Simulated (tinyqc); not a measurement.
Changing the anneal time t: kinetics of strain relaxation and threading dislocations in mismatched semiconductor layers. Computed by tinyqc, a small Python program. Command: `OMP_NUM_THREADS=1 python tinyqc.py 3012443 3012444 out.jsonl threading sweep`. One thread of a shared host (Intel(R) Xeon(R) Processor @ 2.30GHz), about 0.01 s of CPU time with the checks.

60-degree dislocations on {111} planes of a (001) layer, isotropic elasticity. The Schmid factor is 1/sqrt(6), and a misfit segment relieves strain with b/2.

Inputs (values chosen for the exercise, modelled on GaAs on Si):
```
quantity                        value         unit
misfit f                       0.0417            -
shear modulus G                    49          GPa
Poisson ratio nu                 0.31            -
Burgers vector b                    4     angstrom
glide activation energy Q        1.36           eV
velocity prefactor v0           10000  m/s per MPa
layer thickness h                  23           nm
anneal temperature T              618            K
initial thread density rho_0    12000       1/cm^2
multiplication constant delta    5100          1/m
```

Sources: multiplication.

Constants: k_B = 8.617333262e-05 eV/K.

Method:
- Excess resolved stress tau = (1/sqrt 6) [2 G (1 + nu)/(1 - nu)] (e - e_eq), e_eq = b (1 - nu/4) [ln(h/b) + 1]/(4 pi (1 + nu) h), the Matthews-Blakeslee strain of an uncapped layer; glide velocity v = v0 tau exp(-Q/(k_B T)), tau in MPa.
- Threads run in two directions, so de/dt = -(b/4) rho v, and they multiply as d rho/dt = delta rho v. With x = e - e_eq, x0 = f - e_eq (fully strained at t = 0) and v = m S x (m the mobility, S x = tau): rho = rho_0 + (4 delta/b)(x0 - x), so dx/dt = -k x (a - x), k = delta m S, a = x0 + b rho_0/(4 delta): a logistic law, x = a/[1 + (a/x0 - 1) exp(k a t)].
- The half time is that at which x = x0/2.

One run for each value:
```
anneal time t (s)  share of the excess strain relieved (%)  strain left e  thread density (1/cm^2)
0.42                                             3.999e-03        0.04170                1.950e+04
0.73                                             8.479e-03        0.04170                2.790e+04
1.30                                             2.235e-02        0.04169                5.392e+04
2.30                                             8.489e-02        0.04167                1.712e+05
4.00                                             6.414e-01        0.04146                1.215e+06
7.00                                             1.729e+01        0.03534                3.244e+07
12.00                                            9.854e+01        0.00546                1.848e+08
22.00                                            1.000e+02        0.00492                1.876e+08
38.00                                            1.000e+02        0.00492                1.876e+08
67.00                                            1.000e+02        0.00492                1.876e+08
```

What does the table show, and why?

Over the rows, share of the excess strain relieved (%) rises from 0.00400 to 100, flat over part of the range; strain left e falls from 0.0417 to 0.00492, flat over part of the range; thread density (1/cm^2) rises from 19500 to 1.88e8, flat over part of the range. The curve is S-shaped: slow while threads breed, fast when both stress and density are high, slow again as the stress runs out.

Caution (all rows): at stresses above about 1 GPa the linear velocity law understates glide, as stress lowers the kink barrier. Caution (all rows): at such misfit the layer islands and relaxes during the first nanometres, so a uniform strained start is an idealisation. Caution (rows 7.00, 12.0, 22.0, 38.0, 67.0): blocking of threads by crossing misfit lines, left out here, leaves real layers with more strain.

Extremes, crossings and ranges named in words are read from the listed rows.
